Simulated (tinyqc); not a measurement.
Joint density of states against eps2: interband optics of a two-band s-p chain from momentum matrix elements.

H(k) = [[Es - 2 ts cos ka, 2i V sin ka], [-2i V sin ka, Ep_ + 2 tp cos ka]] in the basis s, p; the lower band is full, with two electrons a cell. The velocity operator times hbar is W = dH/dk (eV angstrom); intra-atomic dipoles are left out.

With w(k) = |<c|W|v>|^2 and D(k) = Ec - Ev, on the mesh k_j = (j + 1/2)/N (2 pi/a): eps(E) = 1 + (8 pi e2/(a Ar)) mean_j (w/D^2) [1/(D - E - i eta) + 1/(D + E + i eta)], e2 = e^2/(4 pi eps0); light polarised along the chains, no local fields.

Constants: e^2/(4 pi eps0) = 14.39964547 eV angstrom.

Values chosen for the exercise:
- a = 4.19 angstrom (period)
- Es = 3.53 eV (upper orbital (s))
- Ep_ = -3.28 eV (lower orbital (p))
- ts = 0.21 eV (s-s hopping)
- tp = 0.22 eV (p-p hopping)
- V = 1.7 eV (s-p hopping)
- Ar = 10.8 angstrom^2 (cross-section per chain)
- eta = 0.1 eV (Lorentzian half width)

Mesh of 2000 points. J(E) = mean of (eta/pi)/((E - D)^2 + eta^2). The fourth column is J times the constant (8 pi^2 e2/(a Ar)) mean(w/D^2). R = |(sqrt(eps) - 1)/(sqrt(eps) + 1)|^2.

Spectrum:
```
E (eV),J (1/eV),eps2,eps2 with constant element,eps1,R
5.35,0.010,1.019,0.414,11.612,0.300
5.80,0.056,7.039,2.238,21.293,0.429
6.24,0.150,16.376,5.942,-0.421,0.509
6.69,0.111,8.157,4.422,-0.501,0.401
7.14,0.108,5.462,4.285,2.609,0.258
7.58,0.206,11.825,8.157,11.970,0.403
8.03,0.276,13.229,10.962,-7.097,0.602
8.48,0.252,7.167,10.007,-7.150,0.640
8.92,0.277,4.370,11.014,-6.344,0.681
9.37,0.390,2.625,15.471,-5.535,0.735
9.82,0.139,0.661,5.499,-4.746,0.901
10.26,0.023,0.241,0.925,-3.185,0.938
```

What can be read from this table?

Transitions span 5.950 to 9.663 eV. Among the energies listed J peaks at 9.37 eV and eps2 at 6.24 eV. The ratio of eps2 to the constant-element value is 2.76 at 6.24 eV and 0.17 at 9.37 eV: w/D^2 is 5.733 angstrom^2 at the zone centre and 3.450 at the edge.

(tinyqc, `OMP_NUM_THREADS=1 python tinyqc.py 1682264 1682265 out.jsonl`, Intel(R) Xeon(R) Processor @ 2.30GHz, 1 thread, shared host, about 0.01 s.)
